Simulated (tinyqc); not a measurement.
From results back to parameters: image-charge renormalisation of a gap near a dielectric or metal. Four cases, with inputs chosen for the exercise.

Problem. A small molecule or defect in vacuum at height z above the image plane of a substrate has both its electron and hole levels stabilised by (e^2/4 pi eps0)(es - 1)/((es + 1) 4 z), so its gap shrinks by twice that. The reduced gap is given.

Constants: e^2/(4 pi eps0) = 14.39964547 eV angstrom.

Case 1.

Values chosen: E0 = 3.85 eV (quasiparticle gap far from the surface); es = 25 (dielectric constant of the substrate (1e4: a metal)).

gap near the surface = 1.29385 eV

Case 2.

Values chosen: E0 = 7.61 eV (quasiparticle gap far from the surface); es = 10000 (dielectric constant of the substrate (1e4: a metal)).

gap near the surface = 6.01036 eV

Case 3.

Values chosen: E0 = 4.02 eV (quasiparticle gap far from the surface); es = 2.3 (dielectric constant of the substrate (1e4: a metal)).

gap near the surface = 3.23214 eV

Case 4.

Values chosen: E0 = 8.53 eV (quasiparticle gap far from the surface); es = 4.5 (dielectric constant of the substrate (1e4: a metal)).

gap near the surface = 7.72619 eV

Find: reduction; (es - 1)/(es + 1); z.

Solution. z = (e^2/4 pi eps0)(es - 1)/((es + 1) 2 x reduction). Local and hybrid functionals miss this shift, since it is a non-local correlation effect.

Case 1.

reduction = 2.5562 eV
(es - 1)/(es + 1) = 0.9231
z = 2.60 angstrom

Case 2.

reduction = 1.5996 eV
(es - 1)/(es + 1) = 0.9998
z = 4.50 angstrom

Case 3.

reduction = 0.7879 eV
(es - 1)/(es + 1) = 0.3939
z = 3.60 angstrom

Case 4.

reduction = 0.8038 eV
(es - 1)/(es + 1) = 0.6364
z = 5.70 angstrom

Computed by tinyqc, one run a case: `OMP_NUM_THREADS=1 python tinyqc.py N N+1 out.jsonl` with N = 1880313, 1880334, 1880374, 1880395; one thread of a shared Intel(R) Xeon(R) Processor @ 2.30GHz, about 0.02 s a run at most.
